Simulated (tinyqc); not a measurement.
Convergence with the basis: shallow acceptor in the spherical model (Baldereschi-Lipari), strong spin-orbit limit. Computed by tinyqc, a small Python program. Command: `OMP_NUM_THREADS=1 python tinyqc.py 3022760 3022761 out.jsonl acceptor sweep`. One thread of a shared host (Intel(R) Xeon(R) Processor @ 2.30GHz), about 0.02 s of CPU time with the checks.

The 1S(3/2) state has an s envelope f(r) and a d envelope g(r). In effective units they obey -(f'' + 2f'/r + 2f/r) + mu (g'' + 5g'/r + 3g/r^2) = E f and -(g'' + 2g'/r - 6g/r^2 + 2g/r) + mu (f'' - f'/r) = E g. The cubic term, the split-off band and the central cell are left out.

Inputs (values chosen for the exercise, modelled on GaSb):
```
quantity                  value  unit
Luttinger gamma_1          13.7     -
Luttinger gamma_2          4.78     -
Luttinger gamma_3           6.1     -
dielectric constant eps    15.9     -
smallest exponent zeta_1    1.1  1/a*
ratio beta of exponents       2     -
```

Constants: Ry = 13.605693123 eV; a_0 = 0.529177210903 angstrom.

Method:
- Ry* = Ry/(gamma_1 eps^2), a* = a_0 eps gamma_1, mu = (6 gamma_3 + 4 gamma_2)/(5 gamma_1), delta = (gamma_3 - gamma_2)/gamma_1; spherical masses 1/(gamma_1 (1 - mu)) (heavy) and 1/(gamma_1 (1 + mu)) (light).
- zeta_i = zeta_1 beta^(i-1), i = 1..n, in both channels.
- Basis: f_i = exp(-zeta_i r), g_i = r exp(-zeta_i r), weight r^2 dr, s = zeta_i + zeta_j. S_ff = 2/s^3, H_ff = zeta_i zeta_j S_ff - 2/s^2; S_gg = 24/s^5, H_gg = 8/s^3 + 24 zeta_i zeta_j/s^5 - 12/s^4; H(f_i, g_j) = mu (6 zeta_i^2/s^4 + 2 zeta_i/s^3); S_fg = 0. Each function is normalised by sqrt(S_ii).
- H c = E S c with c^T S c = 1 and the largest component positive; the d weight is the part of the norm in g.
- Large basis: zeta_i = 0.08 x 1.55^(i-1), i = 1..20 in each channel; overlap eigenvalues below 1e-11 are dropped.
- Binding energies are -E Ry*; the mass that fits is E(1S) eps^2/Ry.

One run for each value:
```
functions per channel n  E (Ry*)  d weight  1S(3/2) binding in Ry*
1                        -1.5977   0.15468                  2.7373
2                        -2.5080   0.27546                  2.7373
3                        -2.7215   0.30529                  2.7373
4                        -2.7330   0.30844                  2.7373
5                        -2.7342   0.30871                  2.7373
6                        -2.7346   0.30879                  2.7373
```

Describe and explain the trends.

Over the rows, E (Ry*) falls from -1.60 to -2.73 (exponent d ln y / d ln x 0.65 between the first rows and 8.2e-4 between the last); d weight rises from 0.155 to 0.309 (exponent d ln y / d ln x 0.83 between the first rows and 0.0014 between the last); 1S(3/2) binding in Ry* does not change. The error against the large basis falls from 42 % to 0.098 %; every E lies above the converged level, as a variational bound must.

Extremes, crossings and ranges named in words are read from the listed rows.
